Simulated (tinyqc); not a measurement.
Inside a calculation. Method: lattice vibrations of a chain. One step of it, computed by the program tinyqc.

Question. Dynamical matrix at q = 0.3. q is in units of 2 pi/a. A spring k from atom i to atom j, n cells on, adds k to Phi_ii and Phi_jj, -k exp(2 pi i q n) to Phi_ij and the conjugate to Phi_ji (for one atom a cell: 2k (1 - cos 2 pi q n)); D_ij = Phi_ij / sqrt(m_i m_j).

A chain moving along its axis:
```
atom   mass (u)  spring to the next atom (eV/angstrom^2)
1     95.000000                                21.100000
2     47.800000                                27.300000
```

Give: D(q).

Answer.

D(q) (eV/(angstrom^2 u)):
```
                 1                2
1           0.5095  -0.1879+0.3853i
2  -0.1879-0.3853i           1.0126
```
